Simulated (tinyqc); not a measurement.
Vertical double-diffused power MOSFET, components of the on-resistance: one step of the calculation.

Stripe cells of pitch Wp + a, two channels a cell. Current flows through the channels, spreads in the accumulation layer, passes the gap between the p bodies and spreads at 45 degrees into the drift layer below them. Low drain voltage, full ionisation.

Task. Drift layer. Triangular field at breakdown with Ec = Kc N^(1/8): BV = eps0 eps_r Ec^2/(2 q N), so N = (eps0 eps_r Kc^2/(2 q BV))^(4/3); W = 2 BV/Ec; mu = mud (T/300 K)^(-bt); rho = 1/(q mu N); ideal resistance rho W.

Inputs (values chosen for the exercise); bulk values close to those of silicon: temperature T = 300 K; relative permittivity eps_r = 11.7; critical-field constant Kc = 4050 V/cm per (cm^-3)^(1/8); rated breakdown voltage of the drift layer BV = 30 V; drift mobility at 300 K mud = 1250 cm^2/(V s); temperature exponent of the drift mobility bt = 2.6.

Constants: q = 1.602176634e-19 C, eps0 = 8.8541878128e-14 F/cm where lengths are in cm. Results are converted to the units shown.

Give: drift doping N; Ec; drift thickness W; electron mobility mu at T; drift resistivity rho; ideal resistance.

Result.

drift doping N = 2.137e16 cm^-3
Ec = 0.4453 MV/cm
drift thickness W = 1.347 um
electron mobility mu at T = 1250 cm^2/(V s)
drift resistivity rho = 0.2336 ohm cm
ideal resistance = 0.03148 mohm cm^2

Computed by the program tinyqc: `OMP_NUM_THREADS=1 python tinyqc.py 2230120 2230121 out.jsonl`, one thread of a shared Intel Xeon 2.30GHz, about 0.01 s for the whole run.
